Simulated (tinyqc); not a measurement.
Worked calculation: plane-wave Kohn-Sham cycle with exchange-only LDA in a layered model solid. Computed by tinyqc, a small Python program that keeps every step. Settings: points = 16, plane-wave index or count = 2, electrons = 2, k points = 3, area = 22.0, mixing = 0.5, iteration cap = 51, Pulay depth = 5. Command: `OMP_NUM_THREADS=1 python tinyqc.py 30809 30810 out.jsonl` (the two numbers bound the seeds that draw the settings). One thread of a shared host (Intel(R) Xeon(R) Processor @ 2.60GHz), about 0.01 s of CPU time with the checks. Later iterations appear only in the table of the cycle.

## Iteration 1: potential

A solid whose potential varies along x alone (atomic units):
```
parameter                      value
period a                   11.000000
cross-section of the cell  22.000000
electrons per cell                 2
grid points                       16
plane waves -n..n, n               2
k points                           3
V1 in V1 cos(2 pi x/a)     -0.240000
V2 in V2 cos(4 pi x/a)      0.170000
```

density at the start, on the grid x_j = j a/N (e/bohr^3): 0.008264  0.008264  0.008264  0.008264  0.008264  0.008264  0.008264  0.008264  0.008264  0.008264  0.008264  0.008264  0.008264  0.008264  0.008264  0.008264

V_H(G) = 4 pi rho(G)/G^2 for G != 0 (uniform background); v_x = -(3 rho/pi)^(1/3); V = V_ext + V_H + v_x; Fourier components f(G_m) = (1/N) sum_j f(x_j) exp(-i G_m x_j).

Potentials on the grid (hartree):
```
x          V_ext     V_H      v_x        V
0.0000   -0.0700  0.0000  -0.1991  -0.2691
0.6875   -0.1015  0.0000  -0.1991  -0.3006
1.3750   -0.1697  0.0000  -0.1991  -0.3688
2.0625   -0.2121  0.0000  -0.1991  -0.4111
2.7500   -0.1700  0.0000  -0.1991  -0.3691
3.4375   -0.0284  0.0000  -0.1991  -0.2275
4.1250    0.1697  0.0000  -0.1991  -0.0294
4.8125    0.3419  0.0000  -0.1991   0.1428
5.5000    0.4100  0.0000  -0.1991   0.2109
6.1875    0.3419  0.0000  -0.1991   0.1428
6.8750    0.1697  0.0000  -0.1991  -0.0294
7.5625   -0.0284  0.0000  -0.1991  -0.2275
8.2500   -0.1700  0.0000  -0.1991  -0.3691
8.9375   -0.2121  0.0000  -0.1991  -0.4111
9.6250   -0.1697  0.0000  -0.1991  -0.3688
10.3125  -0.1015  0.0000  -0.1991  -0.3006
```

V(G_m), m = 0, 1, 2, ... (hartree): -0.1991  -0.1200  0.0850  0.0000  0.0000

## Iteration 1: Hamiltonian at one k

k = 0.0000 2 pi / a

H(m,m') = (k + G_m)^2/2 delta + V(G_m - G_m'), with V(-G) = V(G).

H (hartree), lower triangle:
```
         -2       -1       +0       +1      +2
-2   0.4534
-1  -0.1200  -0.0360
+0   0.0850  -0.1200  -0.1991
+1   0.0000   0.0850  -0.1200  -0.0360
+2   0.0000   0.0000   0.0850  -0.1200  0.4534
```

## Iteration 1: levels at that k

Diagonalise the Hermitian matrix.

eigenvalues (hartree): -0.2894  -0.1450  0.0688  0.4775  0.5239

## Iteration 1: new density

Motion across x is left out: the lowest 1 band(s) hold two electrons at each of the k points (j + 1/2)/nk - 1/2. Residual R = rho(out) - rho(in); rho(new) = rho(in) + 0.5 R. rho(out) = 2/(a A nk) sum |psi|^2 with psi = sum c exp(i G x). Harris energy E = band energy - dV sum rho (V_H/2 + v_x) + (3/4) dV sum rho v_x with rho(in), dV = a A/N, band energy = (2/nk) sum of the filled levels.

rho(out) (e/bohr^3): 0.016631  0.016243  0.014833  0.012049  0.008183  0.004336  0.001655  0.000429  0.000143  0.000429  0.001655  0.004336  0.008183  0.012049  0.014833  0.016243

density after iteration 1 (e/bohr^3): 0.012448  0.012254  0.011549  0.010157  0.008224  0.006300  0.004960  0.004347  0.004204  0.004347  0.004960  0.006300  0.008224  0.010157  0.011549  0.012254

energy per cell = -0.474050 hartree

## Iteration 2: potential

As before.

Potentials on the grid (hartree):
```
x          V_ext        V_H      v_x        V
0.0000   -0.0700     0.1685  -0.2282  -0.1298
0.6875   -0.1015     0.1561  -0.2270  -0.1724
1.3750   -0.1697     0.1204  -0.2226  -0.2719
2.0625   -0.2121     0.0654  -0.2133  -0.3599
2.7500   -0.1700  -4.65e-04  -0.1988  -0.3692
3.4375   -0.0284    -0.0661  -0.1819  -0.2764
4.1250    0.1697    -0.1204  -0.1679  -0.1186
4.8125    0.3419    -0.1554  -0.1607   0.0258
5.5000    0.4100    -0.1674  -0.1589   0.0836
6.1875    0.3419    -0.1554  -0.1607   0.0258
6.8750    0.1697    -0.1204  -0.1679  -0.1186
7.5625   -0.0284    -0.0661  -0.1819  -0.2764
8.2500   -0.1700  -4.65e-04  -0.1988  -0.3692
8.9375   -0.2121     0.0654  -0.2133  -0.3599
9.6250   -0.1697     0.1204  -0.2226  -0.2719
10.3125  -0.1015     0.1561  -0.2270  -0.1724
```

V(G_m), m = 0, 1, 2, ... (hartree): -0.1957  -0.0538  0.0865  0.0004  -0.0002

## Iteration 2: Hamiltonian at one k

k = 0.0000 2 pi / a

As before.

H (hartree), lower triangle:
```
         -2       -1       +0       +1      +2
-2   0.4568
-1  -0.0538  -0.0326
+0   0.0865  -0.0538  -0.1957
+1   0.0004   0.0865  -0.0538  -0.0326
+2  -0.0002   0.0004   0.0865  -0.0538  0.4568
```

## Iteration 2: levels at that k

As before.

eigenvalues (hartree): -0.2331  -0.1242  0.0589  0.4621  0.4890

## Iteration 2: new density

B (overlaps of the stored error matrices):
```
               1              2
1  6.1925475e-04  5.8810742e-05
2  5.8810742e-05  7.6133885e-05
```

Motion across x is left out: the lowest 1 band(s) hold two electrons at each of the k points (j + 1/2)/nk - 1/2. Residual R = rho(out) - rho(in); rho(new) = rho(in) + 0.5 R; Pulay mixing then takes sum c_i of the stored mixed densities, with c from B_ij = sum R_i R_j as in DIIS. rho(out) = 2/(a A nk) sum |psi|^2 with psi = sum c exp(i G x). Harris energy E = band energy - dV sum rho (V_H/2 + v_x) + (3/4) dV sum rho v_x with rho(in), dV = a A/N, band energy = (2/nk) sum of the filled levels.

rho(out) (e/bohr^3): 0.010188  0.010832  0.012221  0.012869  0.011330  0.007749  0.003960  0.001608  0.000907  0.001608  0.003960  0.007749  0.011330  0.012869  0.012221  0.010832

DIIS coefficients: 0.0300  0.9700

density after iteration 2 (e/bohr^3): 0.011352  0.011564  0.011875  0.011472  0.009730  0.007003  0.004475  0.003018  0.002605  0.003018  0.004475  0.007003  0.009730  0.011472  0.011875  0.011564

energy per cell = -0.394283 hartree

## Convergence

Stop when sqrt(dV sum R^2) is below 1e-8, dV = a A/N.

Course of the cycle:
```
iteration  E (hartree)  norm of the residual
1            -0.474050              9.68e-02
2            -0.394283              3.39e-02
3            -0.393573              1.88e-02
4            -0.393618              1.88e-03
5            -0.393598              7.18e-05
6            -0.393598              2.56e-05
7            -0.393598              7.40e-07
8            -0.393598              1.24e-07
9            -0.393598              7.91e-10
```

Converged in 9 iterations. Before convergence this energy mixes input and output and is not variational, so it may rise towards its limit.
